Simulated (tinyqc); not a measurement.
The size of the error: propagation of a band-gap error through k.p and effective-mass formulas.

Chain, for a gap E (the reference Eg or another value), with Ep and Dso kept: 1/me = 1 + Ep (E + 2 Dso/3)/(E (E + Dso)); g* = 2 - 2 Ep Dso/(3 E (E + Dso)); g1(E) = g1 + (Ep/3)(1/E - 1/Eg), g2(E) = g2 + (Ep/6)(1/E - 1/Eg), light hole 1/(g1 + 2 g2), heavy hole 1/(g1 - 2 g2) along [100]; optical constant ei(E) = 1 + (ei - 1)(EP/(EP + E - Eg))^2, static e0(E) = ei(E) + e0 - ei.

Donor: R = Ry me/e0^2, a_B = a0 e0/me, Mott density (0.26/a_B)^3. Nc, Nv = 2 (m kT/(4 pi c))^(3/2), c = hbar^2/2m0, ni = sqrt(Nc Nv) exp(-E/2kT). Exciton: Ry mu/e0^2 with 1/mu = 1/me + g1(E). 1 angstrom^-3 = 1e24 cm^-3.

Constants: Ry = 13.60569312 eV; a0 (Bohr radius) = 0.5291772105 angstrom; kB = 8.617333262e-05 eV/K; hbar^2/2m0 = 3.80998211 eV angstrom^2.

Parameters, chosen for this exercise (reference values near those of InP, gap at low temperature; the results hold for these values, not for the real material): Eg = 1.418 eV (gap at Gamma to the s-like level); Dso = 0.108 eV (spin-orbit splitting); Ep = 21 eV (Kane energy); g1 = 5.07 (Luttinger gamma1); g2 = 1.6 (gamma2); e0 = 12.64 (static dielectric constant); ei = 9.63 (optical dielectric constant); EP = 5.35 eV (mean (Penn) gap); mh = 0.48 m0 (density-of-states mass of the holes); T = 300 K (temperature).

E = f Eg; ratios against f = 1.

Results:
```
f     E (eV)  me ratio  light-hole ratio  e0 ratio  donor ratio  Mott ratio      g*  log10 ni ratio
0.25   0.354     0.278             0.218     1.381        0.146     0.00815  -7.222            8.52
0.40   0.567     0.429             0.358     1.283        0.261      0.0374  -1.948            6.87
0.60   0.851     0.625             0.557     1.172        0.455       0.151   0.146            4.61
0.80   1.134     0.815             0.770     1.079        0.700       0.431   0.927            2.32
1.00   1.418     1.000             1.000     1.000        1.000        1.00   1.301            0.00
1.20   1.702     1.181             1.248     0.933        1.356        2.03   1.509           -2.33
1.50   2.127     1.443             1.661     0.850        1.999        4.90   1.682           -5.84
2.00   2.836     1.859             2.481     0.744        3.360        15.6   1.819          -11.71
```

Between f = 0.8 and 1.2 the mean powers d ln(ratio)/d ln f are 0.91 for me, 1.19 for the light hole, -0.36 for e0, 1.63 for the donor energy and 3.82 for the Mott density; ni moves by -0.82 decades per 0.1 eV, against -0.1 eV/(2 kT ln 10) = -0.84 from the exponential alone, the rest coming from Nc through me^(3/4). g* changes sign between f = 0.40 and 0.60; the place of this zero hangs on remote bands, which are left out.

Program tinyqc; command `OMP_NUM_THREADS=1 python tinyqc.py 1850769 1850770 out.jsonl`; about 0.01 s on one thread of a shared Intel(R) Xeon(R) Processor @ 2.30GHz.
